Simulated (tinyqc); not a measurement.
# Inputs raised by 5 %, one at a time

Model: interdiffusion in a binary couple: Darken equations, Kirkendall shift and Boltzmann-Matano analysis. Computed by tinyqc, a small Python program. Command: `OMP_NUM_THREADS=1 python tinyqc.py 3027221 3027222 out.jsonl darken sens`. One thread of a shared host (Intel(R) Xeon(R) Processor @ 2.30GHz), about 0.1 s of CPU time with the checks.

x is the mole fraction of B; the molar volume is constant, and the two halves are long enough to count as infinite.

Inputs (values chosen for the exercise, for a model alloy A-B):
```
quantity                            value   unit
tracer diffusivity D*_A(0)        4.5e-14  m^2/s
tracer diffusivity D*_B(0)        8.5e-14  m^2/s
slope k of ln D* with x              -1.4      -
regular-solution parameter W       -0.084     eV
temperature T                        1490      K
left composition x_L                  0.3      -
right composition x_R                0.69      -
time t                               9900      s
composition x for the local step     0.43      -
```

Vacancy-wind correction: none.

Constants: k_B = 8.617333262e-05 eV/K.

Method:
- D*_i(x) = D*_i(0) exp(k x); thermodynamic factor Phi = 1 - 2 W x (1 - x)/(k_B T); intrinsic D_i = D*_i Phi; interdiffusion D~ = x D_A + (1 - x) D_B.
- With lambda = z/sqrt(t), the profile solves d/dlambda (D~ dx/dlambda) + (lambda/2) dx/dlambda = 0 with x = x_L and x_R far to the left and right; z = 0 is the original interface. It is solved as a boundary-value problem in y = lambda/sqrt(D~ at the mean composition) on -12 < y < 12 (collocation, tolerance 1e-8).
- Read from the profile: the position z(x), the area -int_(x_L)^x z dx and the slope.
- Lattice planes move with v = (D_B - D_A) dx/dz; markers from the original interface stay at one composition, where z_K = 2 t v.

Runs; columns: (1) input moved; (2) from; (3) to; (4) marker position z_K (um); (5) interdiffusion coefficient D~ at the local x (m^2/s); (6) slope dx/dz at the local x (1/um); (7) composition at the markers:
```
(1)                                     (2)        (3)     (4)         (5)        (6)      (7)
base run                                  -          -  2.7935  4.9044e-14  0.0044336  0.49609
tracer diffusivity D*_A(0) (m^2/s)  4.5e-14  4.725e-14  2.6138  4.9744e-14  0.0044044  0.49532
tracer diffusivity D*_B(0) (m^2/s)  8.5e-14  8.925e-14  3.0411  5.0797e-14  0.0043544  0.49685
slope k of ln D* with x                -1.4      -1.47  2.7463  4.7590e-14  0.0044978  0.49562
regular-solution parameter W (eV)    -0.084    -0.0882  2.8103  4.9640e-14  0.0044065  0.49610
time t (s)                             9900      10395  2.8625  4.9044e-14  0.0043267  0.49609
```

Exponents ln(y'/y) / ln(x'/x); columns: (1) input; (2) marker position z_K; (3) interdiffusion coefficient D~ at the local x; (4) slope dx/dz at the local x; (5) composition at the markers:
```
(1)                              (2)     (3)     (4)     (5)
tracer diffusivity D*_A(0)    -1.362   0.290  -0.135  -0.032
tracer diffusivity D*_B(0)     1.740   0.720  -0.370   0.031
slope k of ln D* with x       -0.349  -0.617   0.295  -0.020
regular-solution parameter W   0.123   0.247  -0.126   0.000
time t                         0.500   0.000  -0.500   0.000
```

To which inputs is each result most sensitive?

Among the inputs moved here: marker position z_K answers most in size to tracer diffusivity D*_B(0) (exponent +1.740), next to tracer diffusivity D*_A(0) (-1.362). Its exponent +0.500 in time t: markers move as sqrt(t). Interdiffusion coefficient D~ at the local x answers most in size to tracer diffusivity D*_B(0) (exponent +0.720), next to slope k of ln D* with x (-0.617); its exponent is below 0.0005 for time t. Slope dx/dz at the local x answers most in size to time t (exponent -0.500), next to tracer diffusivity D*_B(0) (-0.370). Its exponent -0.500 in time t: the profile is a function of z/sqrt(t). Composition at the markers answers most in size to tracer diffusivity D*_A(0) (exponent -0.032), next to tracer diffusivity D*_B(0) (+0.031); its exponent is below 0.0005 for regular-solution parameter W, time t. Its exponent 0.000 in time t: the marker composition is fixed.
